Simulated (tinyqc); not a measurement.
Hueckel theory of the pi electrons, for the molecule C=CC(=C)C(=C)C=O (SMILES; centres numbered as the heavy atoms are written), step by step. Computed by tinyqc, a small Python program that keeps every step. Settings: charge = 0. Command: `OMP_NUM_THREADS=1 python tinyqc.py 27400 27401 out.jsonl` (the two numbers bound the seeds that draw the settings). One thread of a shared host (Intel(R) Xeon(R) Processor @ 2.60GHz), about 0.03 s of CPU time with the checks.

## The Hueckel matrix

Centres:
```
centre  z_r, pi electrons of the neutral centre         h
1C                                            1  0.000000
2C                                            1  0.000000
3C                                            1  0.000000
4C                                            1  0.000000
5C                                            1  0.000000
6C                                            1  0.000000
7C                                            1  0.000000
8O                                            1  0.850000
```

Bonds:
```
i  j  k
1  2  1
2  3  1
3  4  1
3  5  1
5  6  1
5  7  1
7  8  1
```

H_rr = alpha + h_r beta, H_rs = k_rs beta for bonded centres.

Hueckel matrix in units of beta (H = alpha + beta A), order 1C, 2C, 3C, 4C, 5C, 6C, 7C, 8O:
```
[[0.000000, 1.000000, 0.000000, 0.000000, 0.000000, 0.000000, 0.000000, 0.000000],
 [1.000000, 0.000000, 1.000000, 0.000000, 0.000000, 0.000000, 0.000000, 0.000000],
 [0.000000, 1.000000, 0.000000, 1.000000, 1.000000, 0.000000, 0.000000, 0.000000],
 [0.000000, 0.000000, 1.000000, 0.000000, 0.000000, 0.000000, 0.000000, 0.000000],
 [0.000000, 0.000000, 1.000000, 0.000000, 0.000000, 1.000000, 1.000000, 0.000000],
 [0.000000, 0.000000, 0.000000, 0.000000, 1.000000, 0.000000, 0.000000, 0.000000],
 [0.000000, 0.000000, 0.000000, 0.000000, 1.000000, 0.000000, 0.000000, 1.000000],
 [0.000000, 0.000000, 0.000000, 0.000000, 0.000000, 0.000000, 1.000000, 0.850000]]
```

## Orbitals

pi electrons, sum of z_r less the charge = 8

Diagonalise; E = alpha + x beta with beta < 0, so the largest x are filled first; degenerate levels share their electrons. P = sum n_i c_ri c_si; each orbital has its largest coefficient positive (the first on a tie).

x values: [2.137254, 1.559038, 0.967482, 0.530708, -0.348077, -0.625583, -1.290035, -2.080787]

occupations: [2.000000, 2.000000, 2.000000, 2.000000, 0.000000, 0.000000, 0.000000, 0.000000]

coefficients, order 1C, 2C, 3C, 4C, 5C, 6C, 7C, 8O:
```
[[0.139353, -0.261640, 0.444510, -0.462523, 0.123335, 0.549464, -0.394450, 0.167019],
 [0.297833, -0.407907, 0.430056, -0.245465, -0.042930, -0.343735, 0.508854, -0.347530],
 [0.497192, -0.374302, -0.028439, 0.332253, -0.108392, -0.334429, -0.261989, 0.556118],
 [0.232631, -0.240085, -0.029395, 0.626057, 0.311403, 0.534588, 0.203087, -0.267263],
 [0.532161, 0.064441, -0.428175, -0.204263, -0.230744, 0.018360, -0.373966, -0.542369],
 [0.248993, 0.041334, -0.442567, -0.384888, 0.662912, -0.029349, 0.289888, 0.260656],
 [0.391178, 0.433434, 0.056754, -0.055769, -0.474203, 0.352292, 0.454530, 0.311781],
 [0.303886, 0.611299, 0.483083, 0.174666, 0.395803, -0.238748, -0.212394, -0.106381]]
```

charge and bond-order matrix P, order 1C, 2C, 3C, 4C, 5C, 6C, 7C, 8O:
```
[[0.998784, 0.905852, 0.001803, -0.414796, -0.077108, 0.010355, -0.015739, 0.032711],
 [0.905852, 1.000587, 0.413948, 0.001803, -0.003582, -0.077108, -0.044397, 0.012065],
 [0.001803, 0.413948, 0.997005, 0.828744, 0.369551, -0.013936, 0.024223, -0.066853],
 [-0.414796, 0.001803, 0.828744, 1.009139, -0.013936, -0.359905, -0.099288, 0.038159],
 [-0.077108, -0.003582, 0.369551, -0.013936, 1.024810, 0.806564, 0.446383, -0.082826],
 [0.010355, -0.077108, -0.013936, -0.359905, 0.806564, 0.815419, 0.223327, -0.360181],
 [-0.015739, -0.044397, 0.024223, -0.099288, 0.446383, 0.223327, 0.694433, 0.803014],
 [0.032711, 0.012065, -0.066853, 0.038159, -0.082826, -0.360181, 0.803014, 1.459822]]
```

## Energy, charges, bond orders

E = sum n x; q_r = z_r - P_rr; bond order p = P_rs; free valence = sqrt(3) - sum of p over the bonds of the atom.

pi energy = 8 alpha + this times beta = 10.388963

pi charges: [0.001216, -0.000587, 0.002995, -0.009139, -0.024810, 0.184581, 0.305567, -0.459822]

Bond orders and lengths from R = 1.517 - 0.180 p (angstrom, C-C alone):
```
bond         p         R
1-2   0.905852  1.353947
2-3   0.413948  1.442489
3-4   0.828744  1.367826
3-5   0.369551  1.450481
5-6   0.806564  1.371818
5-7   0.446383  1.436651
7-8   0.803014         -
```

free valence of the carbons: [0.826198, 0.412251, 0.119808, 0.903307, 0.109553, 0.925487, 0.482653]

gap between the highest filled and the next level = 0.878785 |beta|
